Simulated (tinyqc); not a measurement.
Energy and delay of logic against supply voltage: two steps of the calculation.

One expression serves below and above threshold: I(Vg) = Ik [ln(1 + exp((Vg - VT + dd V)/(al nf Vt)))]^al, with I_on = I(V) and I_off = I(0). Gate delay td = kd C V/I_on, clock period LD td. Per gate and cycle the switching energy is act C V^2 and the leakage energy I_off V LD td. No short-circuit current, no variation. Minima are sought above 0.09 V; below a few Vt gates no longer switch and the model has no meaning.

Inputs (values chosen for the exercise); values of the order met in logic technologies:
- T = 330 K (temperature)
- VT = 0.18 V (threshold voltage at zero drain bias)
- nf = 1.17 (slope factor)
- dd = 0.02 (barrier lowering per volt of supply)
- Ik = 0.55 uA (specific current of a gate)
- al = 1.29 (exponent of the current law)
- C = 1.1 fF (load capacitance of a gate)
- kd = 0.6 (delay factor)
- LD = 20 (logic depth)
- act = 0.01 (activity factor)
- V = 0.46 V (supply voltage)

Constants: q = 1.602176634e-19 C, kB = 1.380649e-23 J/K, Vt = kB T/q. Results are converted to the units shown.

Problem 1. Currents, delay and energies. I_on, I_off, td, clock frequency 1/(LD td), both energies and their sum.

Give: I_on; I_off; td; clock frequency; switching energy; leakage energy; energy.

Solution 1.

I_on = 6.446 uA
I_off = 3.204 nA
td = 47.10 ps
clock frequency = 1.062 GHz
switching energy = 2.328 aJ
leakage energy = 1.388 aJ
energy = 3.716 aJ

I_on/I_off = 2010; leakage makes up 37.4 % of the energy.

Problem 2. New V. Minimum-energy supply: E(V) is the energy per gate and cycle; with h = 0.001 V, E' = (E(V + h) - E(V - h))/(2 h), E'' = (E(V - h) - 2 E(V) + E(V + h))/h^2, V(new) = V - E'/E''.

V at the start = 0.31 V

Give: E'; E''; V after iteration 1.

Solution 2.

E' = 3.6627 aJ/V
E'' = 81.712 aJ/V^2
V after iteration 1 = 0.26518 V

Numbers from tinyqc (`OMP_NUM_THREADS=1 python tinyqc.py 2082137 2082138 out.jsonl`; about 0.01 s on one thread of a shared Intel Xeon 2.30GHz).
